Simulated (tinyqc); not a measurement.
Worked calculation: Cabrera-Mott growth of a thin oxide under its own electric field. Computed by tinyqc, a small Python program that keeps every step. Command: `OMP_NUM_THREADS=1 python tinyqc.py 3023959 3023960 out.jsonl cabrera walk`. One thread of a shared host (Intel(R) Xeon(R) Processor @ 2.30GHz), about 0.02 s of CPU time with the checks. Intermediate numbers are printed to about 5 digits and carried at full precision; extremes and crossings named in words are read from the listed rows.

Electrons cross the film freely and set a fixed potential V across it; the field V/x lowers the barrier for ions entering the oxide.

Inputs (values chosen for the exercise, for a model metal): barrier W = 1.88 eV; Mott potential V = 1.8 V; ion charge number z = 2; half jump distance b = 1.7 angstrom; prefactor u0 = N Omega nu = 1.6e+12 angstrom/s; temperature T = 350 K; starting thickness x0 = 4.8 angstrom; time t = 5300 s.

Backward hops: kept.

Constants: k_B = 8.617333262e-05 eV/K.

## Scales

u = u0 exp(-W/(k_B T)), X1 = z b V/(k_B T) with V in volts and k_B T in eV; dx/dt = 2 u sinh(X1/x).

u = 1.3593e-15 angstrom/s

X1 = 202.91 angstrom

## Field and rate at the start

Field E = V/x; the barrier is lowered by z b V/x.

field = 37.5 MV/cm

barrier lowering = 1.275 eV

rate = 3108.2 angstrom/s

## Thickness after time t

t(x) = int_(x0)^x dx / (dx/dt) by Gauss-Legendre quadrature (80 points on each side of (x0 + 2 x)/3), solved for x.

thickness x = 8.2834 angstrom

rate at time t = 5.9144e-05 angstrom/s

field at time t = 21.730 MV/cm

X1/x = 24.5: the field term still rules. Caution: the starting field or rate is formal: the first layers form as fast as oxygen arrives.

## Limiting thickness

Growth counts as stopped when u exp(X1/x) falls to 1e-5 angstrom/s: x_L = X1/ln(1e-5/u), defined while u is below that rate; the critical temperature is T_c = W/(k_B ln(u0/1e-5)).

limiting thickness x_L = 8.9315 angstrom

critical temperature T_c = 550.73 K

T is below T_c, so the rate is below that level in any film thicker than x_L; growth goes on there, ever more slowly.

## Growth over eight decades

Closed form for thin films (leading term of the integral): x solves (x^2/(u X1)) exp(-X1/x) = t.

Thickness:
```
t (s)     x (angstrom)  1/x (1/angstrom)  closed form (angstrom)
1.00e+00         6.239           0.16028                   6.229
1.00e+01         6.685           0.14959                   6.672
1.00e+02         7.197           0.13895                   7.181
1.00e+03         7.791           0.12836                   7.771
1.00e+04         8.487           0.11783                   8.462
1.00e+05         9.314           0.10736                   9.281
1.00e+06        10.312           0.09697                  10.268
1.00e+07        11.536           0.08668                  11.476
1.00e+08        13.071           0.07651                  12.986
```

Per decade of time the film gains 0.45 angstrom at first and 1.5 at the end. The inverse-logarithmic law predicts -X1 d(1/x)/d ln t near 1; the rows give 0.94 at first and 0.90 at the end. The closed form misses by at most 0.65 %.

Checks made by the program: quadrature against adaptive integration (relative difference below 1e-10).
